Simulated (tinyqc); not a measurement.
Inside a calculation. Method: lattice vibrations of a chain. Computed by tinyqc, a small Python program that keeps every step. Command: `OMP_NUM_THREADS=1 python tinyqc.py 24967 24968 out.jsonl` (the two numbers bound the seeds that draw the settings). One thread of a shared host (Intel(R) Xeon(R) Processor @ 2.60GHz), about 0.01 s of CPU time with the checks.

## Dynamical matrix at q = 0.15

A chain moving along its axis:
```
atom               mass (u)  spring to the next atom (eV/angstrom^2)
1                  15.10000                                 11.60000
2                  35.40000                                 28.10000
3                  12.00000                                 24.60000
4                   2.00000                                 29.20000
second neighbours         -                                  1.60000
```

q is in units of 2 pi/a. A spring k from atom i to atom j, n cells on, adds k to Phi_ii and Phi_jj, -k exp(2 pi i q n) to Phi_ij and the conjugate to Phi_ji (for one atom a cell: 2k (1 - cos 2 pi q n)); D_ij = Phi_ij / sqrt(m_i m_j).

D(q) (eV/(angstrom^2 u)):
$$\begin{pmatrix}
2.91391 & -0.50173 & -0.18873+0.09616i & -3.12319+4.29870i \\
-0.50173 & 1.21186 & -1.36337 & -0.30192+0.15384i \\
-0.18873-0.09616i & -1.36337 & 4.65833 & -5.02145 \\
-3.12319-4.29870i & -0.30192-0.15384i & -5.02145 & 28.50000
\end{pmatrix}$$

## Frequencies

omega^2 are the eigenvalues; wavenumber = 521.4708 sqrt(eigenvalue) 1/cm.

eigenvalues: [0.09072, 2.04494, 4.66202, 30.48642]

wavenumbers (1/cm): [157.1, 745.7, 1125.9, 2879.3]

weights |e|^2 of the mass-weighted modes, order atom 1, atom 2, atom 3, atom 4:
$$\begin{pmatrix}
0.22004 & 0.62010 & 0.12577 & 0.03410 \\
0.57029 & 0.32225 & 0.10745 & 0.00001 \\
0.18113 & 0.02750 & 0.75667 & 0.03471 \\
0.02855 & 0.03015 & 0.01011 & 0.93119
\end{pmatrix}$$

## Dispersion and heat capacity

C/k_B per atom = mean over q = (j + 1/2)/80, j = 0..39 and all branches of y^2 e^y/(e^y - 1)^2, y = hc wavenumber / k_B T.

Wavenumbers (1/cm):
```
q         branch 1   branch 2    branch 3    branch 4
0.00000    0.00000  765.74737  1123.88168  2879.10676
0.06250   66.13683  762.19504  1124.27054  2879.13793
0.12500  131.40838  751.72412  1125.35831  2879.22667
0.18750  194.86319  734.89508  1126.93468  2879.35941
0.25000  255.32532  712.68696  1128.72017  2879.51591
0.31250  311.10480  686.70197  1130.43194  2879.67232
0.37500  359.33071  659.77403  1131.82973  2879.80485
0.43750  394.58622  637.30301  1132.73812  2879.89336
0.50000  408.17336  627.97831  1133.05244  2879.92443
```

Heat capacity:
```
T (K)  C/k_B per atom
20            0.02161
50            0.05482
100           0.11441
200           0.23608
300           0.35642
600           0.59181
1200          0.79912
```

zero-point energy per atom = 76.77237 meV
